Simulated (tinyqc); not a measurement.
Energy and delay of logic against supply voltage: two steps of the calculation.

One expression serves below and above threshold: I(Vg) = Ik [ln(1 + exp((Vg - VT + dd V)/(al nf Vt)))]^al, with I_on = I(V) and I_off = I(0). Gate delay td = kd C V/I_on, clock period LD td. Per gate and cycle the switching energy is act C V^2 and the leakage energy I_off V LD td. No short-circuit current, no variation. Minima are sought above 0.09 V; below a few Vt gates no longer switch and the model has no meaning.

Parameters, values chosen for the exercise; values of the order met in logic technologies:
```
symbol,value,unit,meaning
T,250,K,temperature
VT,0.25,V,threshold voltage at zero drain bias
nf,1.2,,slope factor
dd,0.03,,barrier lowering per volt of supply
Ik,2.2,uA,specific current of a gate
al,1.37,,exponent of the current law
C,0.93,fF,load capacitance of a gate
kd,1.2,,delay factor
LD,40,,logic depth
act,0.3,,activity factor
V,0.67,V,supply voltage
```

Constants: q = 1.602176634e-19 C, kB = 1.380649e-23 J/K, Vt = kB T/q. Results are converted to the units shown.

Question 1. Currents, delay and energies. I_on, I_off, td, clock frequency 1/(LD td), both energies and their sum.

Wanted: I_on; I_off; td; clock frequency; switching energy; leakage energy; energy.

Answer 1.

I_on = 69.449 uA
I_off = 0.30187 nA
td = 10.767 ps
clock frequency = 2.3220 GHz
switching energy = 125.24 aJ
leakage energy = 0.087103 aJ
energy = 125.33 aJ

I_on/I_off = 2.30e5; leakage makes up 0.0695 % of the energy.

Question 2. New V. Minimum-energy supply: E(V) is the energy per gate and cycle; with h = 0.001 V, E' = (E(V + h) - E(V - h))/(2 h), E'' = (E(V - h) - 2 E(V) + E(V + h))/h^2, V(new) = V - E'/E''.

V at the start = 0.22 V

Find: E'; E''; V after iteration 1.

Answer 2.

E' = 109.71 aJ/V
E'' = 913.15 aJ/V^2
V after iteration 1 = 0.099857 V

Computed by the program tinyqc: `OMP_NUM_THREADS=1 python tinyqc.py 2082017 2082018 out.jsonl`, one thread of a shared Intel Xeon 2.30GHz, about 0.01 s for the whole run.
